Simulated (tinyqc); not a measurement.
From image to dissolution rate: chemically amplified photoresist: aerial image, acid generation, bake, development and line width. Computed by tinyqc, a small Python program. Command: `OMP_NUM_THREADS=1 python tinyqc.py 3018843 3018844 out.jsonl resist walk`. One thread of a shared host (Intel(R) Xeon(R) Processor @ 2.30GHz), about 0.02 s of CPU time with the checks.

Lines and spaces of pitch p with a two-beam-like image; x = 0 is the middle of the bright space. The resist is positive and treated as uniform in depth.

Inputs (values chosen for the exercise, for a model resist at 13.5 nm):
```
quantity,value,unit
pitch p,42,nm
image contrast c,0.73,-
mean dose E,5.55,mJ/cm^2
Dill parameter C,0.045,cm^2/mJ
"quencher load q, relative to the acid generator",0.11,-
acid diffusivity D,0.086,nm^2/s
bake time t,60,s
amplification rate k_amp,0.057,1/s
threshold protection m_th,0.52,-
development selectivity n,12,-
largest rate r_max,120,nm/s
smallest rate r_min,0.019,nm/s
```

Method:
- Dose E(x) = E [1 + c cos(2 pi x/p)]; acid h = 1 - exp(-C E(x)).
- Bake: the acid image is blurred by a Gaussian of variance sigma^2 = 2 D t (each Fourier term k of h, taken on 64 points, is multiplied by exp(-4 pi^2 k^2 D t/p^2)).
- The quencher then removes q, h_eff = max(h_blurred - q, 0); protection m = exp(-k_amp t h_eff).
- Mack rate r = r_max (a + 1)(1 - m)^n/(a + (1 - m)^n) + r_min, a = ((n + 1)/(n - 1))(1 - m_th)^n.

Across half a pitch:
```
x/p,x (nm),dose (mJ/cm^2),blurred acid,protection m,rate (nm/s)
0.00,0.0,9.6015,0.33756,0.4592,9.3599e+01
0.05,2.1,9.4032,0.33209,0.4679,8.9388e+01
0.10,4.2,8.8277,0.31603,0.4943,7.3561e+01
0.15,6.3,7.9314,0.29040,0.5396,4.0734e+01
0.20,8.4,6.8020,0.25703,0.6048,9.1253e+00
0.25,10.5,5.5500,0.21861,0.6897,5.5667e-01
0.30,12.6,4.2980,0.17862,0.7908,2.3763e-02
0.35,14.7,3.1686,0.14116,0.8989,1.9001e-02
0.40,16.8,2.2723,0.11048,0.9984,1.9000e-02
0.45,18.9,1.6968,0.09032,1.0000,1.9000e-02
0.50,21.0,1.4985,0.08330,1.0000,1.9000e-02
```

What does the comparison show, and why?

The dose varies by a factor 6.41 across the pattern and the rate by 4930.

Extremes, crossings and ranges named in words are read from the listed rows.
